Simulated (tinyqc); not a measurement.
Effective mass of the conduction band from tabulated energies: one step. Finite differences. Three cases, with inputs chosen for the exercise.

Task: The band is even in k. m = c k^2/E(k) from the points 1, 2, 4 (k = 0 is point 0); Richardson from points 1 and 2: c/m = [16 E(k1) - E(k2)]/(12 k1^2).

c = hbar^2/2m0.
Constants: hbar^2/2m0 = 3.80998211 eV angstrom^2.

Give: m from points 1, 2, 4; m by Richardson.

Case 1.

Energies along [100], from the band edge:
```
k (1/angstrom)     E (meV)
0.0000000         0.000000
0.0097000         5.430700
0.0194000        21.519400
0.0291000        47.694600
0.0388000        83.114400
0.0485000       126.790000
0.0582000       177.697700
0.0679000       234.861100
0.0776000       297.398100
```

reference mass (curvature of the model at k = 0.0001 1/angstrom) = 0.0658000 m0

Result:

m from points 1, 2, 4 (m0): 0.06601  0.06663  0.06901

m by Richardson = 0.06580 m0

Errors against the reference: +0.32, +1.27 and +4.88 % and +0.01 %. The extrapolation removes the k^4 term.

Case 2.

Energies along [110], from the band edge:
```
k (1/angstrom)     E (meV)
0.0000000         0.000000
0.0086000         3.474700
0.0172000        13.800200
0.0258000        30.693500
0.0344000        53.724900
0.0430000        82.366900
0.0516000       116.045700
0.0602000       154.183300
0.0688000       196.229300
```

reference mass (curvature of the model at k = 0.0001 1/angstrom) = 0.0809000 m0

Result:

m from points 1, 2, 4 (m0): 0.08110  0.08168  0.08392

m by Richardson = 0.08091 m0

Errors against the reference: +0.24, +0.96 and +3.73 % and +0.01 %. The extrapolation removes the k^4 term.

Case 3.

Energies along [100], from the band edge:
```
k (1/angstrom)     E (meV)
0.0000000         0.000000
0.0079000         2.930500
0.0158000        11.661800
0.0237000        26.020400
0.0316000        45.737300
0.0395000        70.473800
0.0474000        99.849700
0.0553000       133.468800
0.0632000       170.940500
```

reference mass (curvature of the model at k = 0.0001 1/angstrom) = 0.0810000 m0

Result:

m from points 1, 2, 4 (m0): 0.08114  0.08156  0.08318

m by Richardson = 0.08100 m0

Errors against the reference: +0.17, +0.69 and +2.69 % and 0.00 %. The extrapolation removes the k^4 term.

Computed by tinyqc, one run a case: `OMP_NUM_THREADS=1 python tinyqc.py N N+1 out.jsonl` with N = 1850002, 1850440, 1850673; one thread of a shared Intel(R) Xeon(R) Processor @ 2.30GHz, about 0.01 s a run at most.
